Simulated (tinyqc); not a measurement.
Inside a calculation. Model: planar ballistic transistor, top-of-the-barrier model.

Program tinyqc, `OMP_NUM_THREADS=1 python tinyqc.py 2400034 2400035 out.jsonl`; Intel Xeon 2.30GHz, shared host, one thread, about 0.01 s. Printed values are rounded.

At the top of the source barrier, states moving towards the drain are filled by the source (Fermi level 0) and states moving back by the drain (Fermi level -q Vd); nothing scatters. U is the shift of the band edge there, set by the capacitances CG, CD and CS (the total) and by the charge. Parabolic two-dimensional band; the source is grounded.

Inputs (values chosen for the exercise); mass and valleys close to those of silicon (two valleys): temperature T = 77 K; effective mass m = 0.195 m0; valley degeneracy gv = 2; relative permittivity of the gate insulator eox = 3.9; insulator thickness tox = 2.7 nm; gate control CG/CS aG = 0.77; drain control CD/CS aD = 0.056; band edge at the barrier top above the source Fermi level at zero bias E0 = 0.21 eV; gate voltage Vg = 0.36 V; drain voltage Vd = 0.7 V.

Constants: q = 1.602176634e-19 C, kB = 1.380649e-23 J/K, hbar = 1.054571817e-34 J s, m0 = 9.1093837015e-31 kg, Vt = kB T/q, eps0 = 8.8541878128e-14 F/cm where lengths are in cm. Results are converted to the units shown.

## Density of states, capacitances and charge at zero bias

N0 = gv m kB T/(pi hbar^2), CG = eps0 eox/tox, vT = sqrt(2 kB T/(pi m)), CS = CG/aG, n0 = n at U = 0 and Vd = 0. eta1 = -(E0 + U)/Vt, eta2 = eta1 - Vd/Vt, n = (N0/2)[F_0(eta1) + F_0(eta2)], F_0(x) = ln(1 + exp x). UL = -(aG Vg + aD Vd).

N0 = 1.080999e12 cm^-2
CG = 1.278938 uF/cm^2
CS = 1.660959 uF/cm^2
n0 = 0.01945252 cm^-2
UL = -0.3164 eV

## Iteration 1: self-consistent potential at the barrier top

U at the start (U = UL) = -0.3164 eV

eta1 = -(E0 + U)/Vt, eta2 = eta1 - Vd/Vt, n = (N0/2)[F_0(eta1) + F_0(eta2)], F_0(x) = ln(1 + exp x). U(out) = UL + q (n - n0)/CS. Newton step: U(new) = U + (U(out) - U)/(1 + CQ/CS), CQ = (q/Vt) dn/d(eta1) with both F' summed; F_0'(x) = 1/(1 + exp(-x)).

eta1 = 16.03533
eta2 = -89.46029
n = 8.667093e12 cm^-2
U(out) = 0.5196360 eV
CQ = 13.05095 uF/cm^2
U after iteration 1 = -0.2220124 eV

## Iteration 2: self-consistent potential at the barrier top

As before.

eta1 = 1.810370
eta2 = -103.6852
n = 1.060397e12 cm^-2
U(out) = -0.2141131 eV
CQ = 11.21607 uF/cm^2
U after iteration 2 = -0.2209935 eV

## Course of the iteration: self-consistent potential at the barrier top

Stop when U changes by less than 1e-9 eV, or after 90 iterations.

Course of the iteration:
```
iteration      U (eV)  |change| (eV)
1          -0.2220124         0.0944
2          -0.2209935        1.02e-3
3          -0.2209834        1.01e-5
4          -0.2209834        1.08e-9
5          -0.2209834              0
```

Converged in 5 iterations. At the end the number of correct digits about doubles with each step.

## Current, mean velocity and share of the gate voltage

converged U = -0.2209834 eV

N0 = gv m kB T/(pi hbar^2), CG = eps0 eox/tox, vT = sqrt(2 kB T/(pi m)), CS = CG/aG, n0 = n at U = 0 and Vd = 0. eta1 = -(E0 + U)/Vt, eta2 = eta1 - Vd/Vt, n = (N0/2)[F_0(eta1) + F_0(eta2)], F_0(x) = ln(1 + exp x). I = q (N0/2) vT [F_(1/2)(eta1) - F_(1/2)(eta2)] per width, F_(1/2)(x) = (2/sqrt(pi)) int_0^infinity u^(1/2)/(1 + exp(u - x)) du. Mean velocity I/(q n). CQ = (q/Vt) dn/d(eta1); the band edge follows the gate as -dU/dVg = aG/(1 + CQ/CS).

eta1 = 1.655284
n = 9.891735e11 cm^-2
I = 125.3012 uA/um
mean velocity = 7.906286e6 cm/s
CQ = 10.95763 uF/cm^2
-dU/dVg = 0.1013535 eV/V

The carriers from the source are near degeneracy (eta1 = 1.66), and the mean velocity is 1.28 times vT = sqrt(2 kB T/(pi m)) = 6.17e6 cm/s.
